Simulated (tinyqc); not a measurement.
Gate-all-around wire with two subbands, quantum capacitance: one step of the calculation.

phi is the Fermi level above the lowest subband edge, in volts; Vg is counted from the gate voltage at which an empty wire would have phi = 0. Both directions of motion are filled (equilibrium).

Task. Charge and capacitances at the solution. N1 = gv sqrt(2 md m0 kB T/(pi hbar^2)); n1 = N1 F(phi/Vt), n2 = g2 N1 F((phi - E2)/Vt), n = n1 + n2, F(e) = (1/sqrt(pi)) int_0^infinity u^(-1/2) du/(1 + exp(u - e)); Cq = q dn/dphi = (q N1/Vt) [F'(phi/Vt) + g2 F'((phi - E2)/Vt)]. 1/C_G = 1/Cox + 1/(Cq); dphi/dVg = Cox/(Cox + Cq).

Parameters, values chosen for the exercise:
- T = 300 K (temperature)
- md = 0.02 m0 (mass along the wire)
- gv = 1 (valley degeneracy)
- E2 = 0.26 eV (second subband above the first)
- g2 = 2 (orbital degeneracy of the second subband)

Constants: q = 1.602176634e-19 C, kB = 1.380649e-23 J/K, hbar = 1.054571817e-34 J s, m0 = 9.1093837015e-31 kg, Vt = kB T/q. Results are converted to the units shown.

converged phi = 0.088860530 V
Cox = 1.4980933 pF/cm

Give: n; Cq; C_G; dphi/dVg.

Result.

n = 1.320e6 cm^-1
Cq = 1.376 pF/cm
C_G = 0.7172 pF/cm
dphi/dVg = 0.5213

Cq is 0.918 times Cox, so C_G is 47.9 % of Cox; 38.6 % of the gate voltage has gone into phi.

Program tinyqc, `OMP_NUM_THREADS=1 python tinyqc.py 2200066 2200067 out.jsonl`; Intel Xeon 2.30GHz, shared host, one thread, about 0.01 s.
